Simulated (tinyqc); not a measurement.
# Bandgap voltage reference from two bipolar transistors: output against temperature

Two transistors of area 1 and N carry the same current I. Is(T) = Is (T/T0)^eta exp[(Vg0 q/kB)(1/T0 - 1/T)], VBE1 = Vt ln(I/Is(T)) + I rb, VBE2 = Vt ln(I/(N Is(T))) + I rb/N. The amplifier forces I R1(T) = VBE1 - VBE2 + Vos, with R(T) = R (1 + tc (T - T0)) for both resistors, and the output is Vref = VBE1 + I R2(T). Base currents and the Early effect are neglected.

Vt = kB T/q; I = (Vt ln N + Vos)/(R1(T) - rb (1 - 1/N)).

Values chosen for this exercise; values of the order met in silicon bipolar transistors: reference temperature T0 = 298 K; band-gap voltage extrapolated to 0 K Vg0 = 1.176 V; temperature exponent of the saturation current eta = 3.6; saturation current of the unit transistor at T0 Is = 4.4e-18 A; area ratio of the second transistor N = 24; resistor across which the difference of VBE falls, at T0 R1 = 11 kohm; temperature coefficient of both resistors tc = 1200 ppm/K; offset of the amplifier Vos = 0 mV; series resistance of the unit transistor rb = 0 ohm; output resistor at T0 R2 = 69.16 kohm.

Constants: q = 1.602176634e-19 C, kB = 1.380649e-23 J/K. Results are converted to the units shown.

Results:
```
T (K)  I (uA)  VBE1 (V)  I R2 (V)  Vref (V)  Vref - Vref(T0) (mV)  dVref/dT (uV/K)
218     6.004    0.8618    0.3754     1.237                 1.034            31.37
253     6.658    0.8019    0.4356     1.238                 1.417           -8.619
273     7.007    0.7671    0.4701     1.237                 1.035           -29.27
298     7.419    0.7230    0.5131     1.236                     0           -53.24
323     7.807    0.6783    0.5562     1.234                -1.612           -75.45
348     8.174    0.6331    0.5992     1.232                -3.760           -96.15
373     8.520    0.5874    0.6423     1.230                -6.408           -115.5
398     8.847    0.5413    0.6853     1.227                -9.527           -133.8
423     9.158    0.4947    0.7283     1.223                -13.09           -151.0
```

Estimate the missing row, T = 233 K.

Computed row:
```
T (K)  I (uA)  VBE1 (V)  I R2 (V)  Vref (V)  Vref - Vref(T0) (mV)  dVref/dT (uV/K)
233     6.292    0.8363    0.4012     1.237                 1.370            13.57
```

With this row back in the table: VBE1 falls by 1.79 mV/K on average and I R2 rises by 1.72 mV/K. The slope of Vref vanishes at T = 245 K. Between 233 and 398 K Vref spans 11.0 mV, or 53.9 ppm/K by the box method (span over the average over T, over 165 K).

Computed by the program tinyqc: `OMP_NUM_THREADS=1 python tinyqc.py 2062044 2062045 out.jsonl`, one thread of a shared Intel Xeon 2.30GHz, about 0.02 s for the whole run.
